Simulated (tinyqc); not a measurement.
Worked calculation: Hubbard chain of 4 sites. Computed by tinyqc, a small Python program that keeps every step. Settings: hopping = 1.99, U = 7.1, mixing = 0.2, iteration cap = 70. Command: `OMP_NUM_THREADS=1 python tinyqc.py 24917 24918 out.jsonl` (the two numbers bound the seeds that draw the settings). One thread of a shared host (Intel(R) Xeon(R) Processor @ 2.60GHz), about 0.2 s of CPU time with the checks. Later iterations appear only in the table of the cycle.

## Mean-field iteration 1

one-body matrix (hopping and site energies) (eV):
```
         1        2        3        4
1   0.0000  -1.9900   0.0000   0.0000
2  -1.9900   0.0000  -1.9900   0.0000
3   0.0000  -1.9900   0.0000  -1.9900
4   0.0000   0.0000  -1.9900   0.0000
```

U = 7.1000 eV

electrons, up and down: 3  2

mixing = 0.2000

n(up) at the start (a guess, not normalised): 1 1.0000, 2 0.3000, 3 1.0000, 4 0.3000

n(down) at the start (a guess): 1 0.0500, 2 0.9500, 3 0.0500, 4 0.9500

H(up) = T + U n(down), H(down) = T + U n(up); fill the lowest levels; n(new) = n + mixing (n(out) - n); E = tr T (rho up + rho down) + U sum n_up n_down of the output.

levels, up (eV): -0.9860  0.1265  6.9735  8.0860

levels, down (eV): 0.5477  1.8423  7.3877  8.6823

energy = 3.4568 eV

n(up) after iteration 1: 1 0.9918, 2 0.3167, 3 0.9786, 4 0.3929

n(down) after iteration 1: 1 0.0583, 2 0.9290, 3 0.0710, 4 0.9417

## Mean-field iteration 2

As before.

levels, up (eV): -0.9009  0.2058  6.8942  8.0009

levels, down (eV): 0.7095  2.3415  7.3388  8.6383

energy = 3.3484 eV

n(up) after iteration 2: 1 0.9855, 2 0.3369, 3 0.9599, 4 0.4617

n(down) after iteration 2: 1 0.0660, 2 0.9110, 3 0.0925, 4 0.9305

## Convergence

Each step fills the lowest levels of T + U n(other spin) and sets n(new) = n + mixing (n(out) - n); stop when output and input agree to 1e-8.

Course of the cycle:

| iteration | E (eV) | largest \|n(out) - n(in)\| | mean \|n_up - n_down\| |
|---|---|---|---|
| 1 | 3.456766 | 4.64e-01 | 0.5529 |
| 2 | 3.348450 | 3.44e-01 | 0.5349 |
| 3 | 3.265991 | 2.61e-01 | 0.5164 |
| 4 | 3.200993 | 2.06e-01 | 0.4979 |
| 5 | 3.147101 | 1.70e-01 | 0.4799 |
| 6 | 3.100152 | 1.46e-01 | 0.4625 |
| 7 | 3.057513 | 1.30e-01 | 0.4456 |
| 8 | 3.017512 | 1.20e-01 | 0.4337 |
| 9 | 2.979100 | 1.12e-01 | 0.4365 |
| 10 | 2.941686 | 1.06e-01 | 0.4401 |
| 11 | 2.905039 | 1.02e-01 | 0.4441 |
| ... | ... | ... | ... |
| 60 | 2.505891 | 1.19e-02 | 0.4468 |
| 61 | 2.505527 | 1.15e-02 | 0.4471 |
| 62 | 2.505187 | 1.11e-02 | 0.4474 |
| 63 | 2.504871 | 1.07e-02 | 0.4476 |
| 64 | 2.504576 | 1.03e-02 | 0.4478 |
| 65 | 2.504300 | 9.99e-03 | 0.4480 |
| 66 | 2.504044 | 9.65e-03 | 0.4482 |
| 67 | 2.503804 | 9.32e-03 | 0.4484 |
| 68 | 2.503580 | 9.01e-03 | 0.4485 |
| 69 | 2.503372 | 8.70e-03 | 0.4487 |
| 70 | 2.503177 | 8.41e-03 | 0.4488 |

Not converged within 70 iterations: the residual falls steadily but slowly, by a factor of about 0.97 a step. The lowest mean-field energy found from random starts is 2.50041 eV. Reruns (cap 100 unless said): mixing 0.5: not converged; mixing 0.9: converged in 100 (E = 2.50041); the original settings with a cap of 400: not converged.

## Exact diagonalisation (24 states)

Lowest levels of the sector, and the double occupancy of the lowest state.

lowest levels (eV): 1.7287  3.0529  3.8801  4.1784  5.2396  5.8701

double occupancy per site = 0.2967

## The lowest level by Lanczos steps

From a random start vector (not printed): a_j = <q_j|H|q_j>, b_j = norm of the remainder after orthogonalising; the Ritz value is the lowest eigenvalue of the tridiagonal matrix of a and b so far.

Lanczos:

| j | a_j (eV) | b_j (eV) | lowest Ritz value (eV) |
|---|---|---|---|
| 1 | 10.4920 | 5.4291 | 10.492038 |
| 2 | 10.3160 | 5.2854 | 4.974235 |
| 3 | 9.6615 | 4.4459 | 2.612382 |
| 4 | 11.5238 | 3.7987 | 1.937165 |
| 5 | 12.0530 | 4.9016 | 1.812049 |
| 6 | 10.5554 | 4.0605 | 1.757489 |
| 7 | 12.5121 | 4.1134 | 1.739859 |
| 8 | 9.0963 | 3.7031 | 1.733007 |
| 9 | 10.3808 | 3.4309 | 1.730102 |
| 10 | 10.2166 | 4.2301 | 1.729244 |
